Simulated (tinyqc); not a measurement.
# Absorption edge of a degenerate semiconductor, band filling against gap narrowing: effects of single changes

n-type, parabolic bands, full ionisation. eta = (EF - Ec)/kB T solves N = Nc F12(eta), F12(x) = (2/sqrt(pi)) int_0^infinity sqrt(u)/(1 + exp(u - x)) du. The gap shrinks rigidly by dEg = a3 y^(1/3) + a4 y^(1/4) + a2 y^(1/2), y = N/1e18 cm^-3, an empirical law that is here taken as the true narrowing.

Parameters, values chosen for the exercise; band and dielectric values close to those of In0.53Ga0.47As:
- T = 250 K (temperature)
- Eg = 0.73 eV (band gap)
- Nc = 1.6e17 cm^-3 (conduction-band density of states at 250 K, from me)
- me = 0.0412 m0 (electron mass)
- mh = 0.449 m0 (hole mass)
- a3 = 11.1 meV (coefficient of (N/1e18)^(1/3))
- a4 = 3.4 meV (coefficient of (N/1e18)^(1/4))
- a2 = 3.1 meV (coefficient of (N/1e18)^(1/2))

Constants: q = 1.602176634e-19 C, kB = 1.380649e-23 J/K, Vt = kB T/q. Results are converted to the units shown.

Each table varies one quantity; the others keep the values above.

## The optical edge against doping

Vertical transitions need an empty final state: the edge is taken where the state lies 4 kB T below EF, E_opt = Eg - dEg + (1 + me/mh) max(eta - 4, 0) kB T; wavelength h c/(q E_opt).

Results:
```
N (cm^-3)       eta  dEg (meV)  filling shift (meV)  E_opt (eV)
3.8e16      -1.3539     5.8372                    0     0.72416
8e16       -0.51759     7.4679                    0     0.72253
1.7e17      0.43086     9.6104                    0     0.72039
7.5e17       3.1068     15.934                    0     0.71407
1.6e18       5.4563     20.728               34.251     0.74352
3.4e18       9.1850     27.024               121.95     0.82493
7.1e18       15.099     35.144               261.05     0.95591
1.5e19       24.917     46.072               491.97      1.1759
```

Estimate the missing row, N = 3.6e17 cm^-3.

Computed row:
```
N (cm^-3)     eta  dEg (meV)  filling shift (meV)  E_opt (eV)
3.6e17     1.5829     12.390                    0     0.71761
```

With this row back in the table: E_opt goes from 0.724 through a minimum of 0.714 (at N = 7.5e17 cm^-3 among the rows listed) to 1.18 eV, against Eg = 0.73 eV; the filling shift is 0 while eta is below 4. At the end narrowing grows as N^(0.36) and EF - Ec as N^(0.67). Filling therefore wins at high density. For N = 7.1e18, 1.5e19 EF lies more than 0.2 eV in the band, where non-parabolicity lowers it markedly.

## Approximations to the Fermi level

With u = N/Nc: Boltzmann ln u; Joyce-Dixon ln u + 0.353553 u - 4.95009e-3 u^2 + 1.48386e-4 u^3 - 4.42563e-6 u^4; degenerate limit (3 sqrt(pi) u/4)^(2/3). The Einstein ratio is D/(mu Vt) = F12/Fm, Fm(x) = dF12/dx = (1/sqrt(pi)) int_0^infinity u^(-1/2)/(1 + exp(u - x)) du.

Approximations to the Fermi level:
```
N (cm^-3)     N/Nc      eta  Boltzmann  Joyce-Dixon  degenerate  D/(mu Vt)
1.1e16     0.06875   -2.653     -2.677       -2.653      0.2029      1.024
2.4e16      0.1500   -1.844     -1.897       -1.844      0.3413      1.053
5.2e16      0.3250   -1.010     -1.124       -1.010      0.5715      1.114
1.1e17      0.6875  -0.1339    -0.3747      -0.1339      0.9418      1.239
2.4e17       1.500   0.9251     0.4055       0.9251       1.584      1.509
5.3e17       3.312    2.319      1.198        2.319       2.687      2.077
1.2e18       7.500    4.439      2.015        4.437       4.632      3.237
2.5e18       15.62    7.444      2.749        7.367       7.556      5.117
5.4e18       33.75    12.56      3.519        9.775       12.63      8.462
```

What does the comparison show?

Boltzmann is within 0.1 of eta up to N/Nc = 0.15, Joyce-Dixon within 0.01 up to 7.5, and the degenerate limit is off by 0.066 in the last row. The Einstein ratio rises from 1.02 to 8.46: degenerate carriers diffuse faster for the same mobility.

Range of the model: Band tails, non-parabolic bands and incomplete ionisation are left out.

Computed by the program tinyqc: `OMP_NUM_THREADS=1 python tinyqc.py 2330160 2330161 out.jsonl`, one thread of a shared Intel Xeon 2.30GHz, about 0.01 s for the whole run.
